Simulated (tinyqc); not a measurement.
Free and trapped electrons in a MOS channel with a dense trap tail: free and trapped charge against gate voltage.

p-type body, charge-sheet picture, full ionisation (an idealisation for deep acceptors), Boltzmann statistics for free electrons. e = Ec - EF at the surface. Acceptor-like traps of density D(E) = D0 + De exp(-E/Ew) at depth E below Ec, from 0 to Eu, hold n_t = integral of D(E)/(1 + exp((e - E)/Vt)). psi = Eg - Vt ln(Nv/Na) - e; N_dep = sqrt(2 eps0 eps_r Na (psi - Vt)/q); n_f = sqrt(N_dep^2 + 2 eps0 eps_r Vt Nc exp(-e/Vt)/q) - N_dep; Vg = Vfb + psi + q (N_dep + n_t + n_f)/Cox, Cox = eps0 eox/tox.

Free share n_f/(n_f + n_t); swing ln 10 n_f/(dn_f/dVg); field-effect mobility mf q (dn_f/dVg)/Cox, for a constant mf; oxide field q (N_dep + n_t + n_f)/(eps0 eox).

Inputs (values chosen for the exercise); band and dielectric values close to those of gallium nitride: temperature T = 300 K; band gap Eg = 3.4 eV; relative permittivity eps_r = 9.39; conduction-band density of states at T Nc = 2.31e18 cm^-3; valence-band density of states at T Nv = 4.52e19 cm^-3; relative permittivity of the insulator eox = 3.9; insulator thickness tox = 55 nm; acceptor density Na = 1.2e17 cm^-3; flat-band voltage without trapped charge Vfb = -2.45 V; constant background density of acceptor-like traps D0 = 1.8e10 cm^-2 eV^-1; density of the tail at the conduction edge De = 1.5e13 cm^-2 eV^-1; decay energy of the tail Ew = 0.09 eV; depth below Ec down to which the traps reach Eu = 0.51 eV; mobility of free electrons mf = 78 cm^2/(V s).

Constants: q = 1.602176634e-19 C, kB = 1.380649e-23 J/K, Vt = kB T/q, eps0 = 8.8541878128e-14 F/cm where lengths are in cm. Results are converted to the units shown.

Results:
```
Vg (V)	e (eV)	n_f (cm^-2)	n_t (cm^-2)	free share (%)	swing (mV/decade)	field-effect mobility (cm^2/(V s))	oxide field (MV/cm)
5.5	0.3008	1.437e6	5.397e10	0.002663	205.4	0.003207	0.9098
8.1	0.04415	2.805e10	8.622e11	3.151	1387	9.268	1.336
9.4	-0.005429	1.824e11	1.182e12	13.37	1950	42.88	1.563
10.8	-0.03858	5.960e11	1.294e12	31.53	3982	68.60	1.812
12.1	-0.05614	1.065e12	1.322e12	44.62	6604	73.92	2.045
13.4	-0.06832	1.554e12	1.334e12	53.82	9419	75.63	2.279
14.8	-0.07835	2.089e12	1.340e12	60.92	1.253e4	76.43	2.532
16.1	-0.08594	2.590e12	1.344e12	65.84	1.545e4	76.82	2.767
```

Estimate the missing row, Vg = 6.8 V.

Computed row:
```
Vg (V)	e (eV)	n_f (cm^-2)	n_t (cm^-2)	free share (%)	swing (mV/decade)	field-effect mobility (cm^2/(V s))	oxide field (MV/cm)
6.8	0.1149	1.847e9	4.290e11	0.4287	818.4	1.034	1.112
```

With this row back in the table: n_f reaches 1e11 cm^-2 at Vg = 8.93 V, against 6.14 V without traps. The free share rises from 0.00266 to 65.8 % and the field-effect mobility rises from 0.00321 to 76.8 cm^2/(V s), although mf = 78 is constant: in the last row 98.5 % of Cox dVg goes into free electrons. The swing in the first row is 205 mV a decade (Vt ln 10 = 59.5). For Vg = 8.1, 9.4, 10.8, 12.1, 13.4, 14.8, 16.1 EF lies less than 2 Vt below the band edge, or above it, where degeneracy and confinement, left out, matter.

Computed by the program tinyqc: `OMP_NUM_THREADS=1 python tinyqc.py 2222199 2222200 out.jsonl`, one thread of a shared Intel Xeon 2.30GHz, about 0.02 s for the whole run.
